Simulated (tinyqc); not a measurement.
Off-state leakage of single and stacked transistors: one step of the calculation.

n-channel devices of unit width. Subthreshold current I(Vg, Vs, Vd) = I0 (T/300 K)^0.5 exp[(Vg - Vs - VT(T) - gb (Vs - Vb) + dd (Vd - Vs))/(nf Vt)] (1 - exp(-(Vd - Vs)/Vt)), VT(T) = VT - cT (T - 300 K). Gate-edge tunnelling Ig (Vd/1 V) exp(ag (Vd - 1 V)), for a gate at 0 V, and band-to-band leakage Ab u exp(-Bb/u), u = Vd - Vb + 1 V, flow at a drain held at V; both are taken as independent of T. In a stack of off transistors (all gates at 0 V) the same subthreshold current passes through each.

Problem. New Vx. Stack of two, Vx the node between them: I_low = I(0, 0, Vx), I_up = I(0, Vx, V), f = ln(I_up/I_low), f' = -(1 + gb + 2 dd)/(nf Vt) - 1/(Vt (exp(Vx/Vt) - 1)) - 1/(Vt (exp((V - Vx)/Vt) - 1)), Vx(new) = Vx - f/f'.

Parameters, values chosen for the exercise; values of the order met in bulk silicon logic transistors: temperature T = 330 K; supply voltage V = 0.7 V; threshold at 300 K, zero drain and body bias VT = 0.29 V; fall of the threshold with temperature cT = 0.5 mV/K; current at threshold at 300 K I0 = 0.22 uA/um; slope factor nf = 1.46; drain-induced lowering per volt dd = 0.13; rise of the threshold per volt of source-body bias gb = 0.2; body voltage Vb = 0 V.

Constants: q = 1.602176634e-19 C, kB = 1.380649e-23 J/K, Vt = kB T/q. Results are converted to the units shown.

Vx at the start = 0.062 V

Find: I_low; I_up; f; f'; Vx after iteration 1.

Solution.

I_low = 0.3302 nA/um
I_up = 0.3766 nA/um
f = 0.1315
f' = -39.65 1/V
Vx after iteration 1 = 0.06532 V

tinyqc, about 0.03 s, one thread, Intel Xeon 2.30GHz (shared host): `OMP_NUM_THREADS=1 python tinyqc.py 2242191 2242192 out.jsonl`
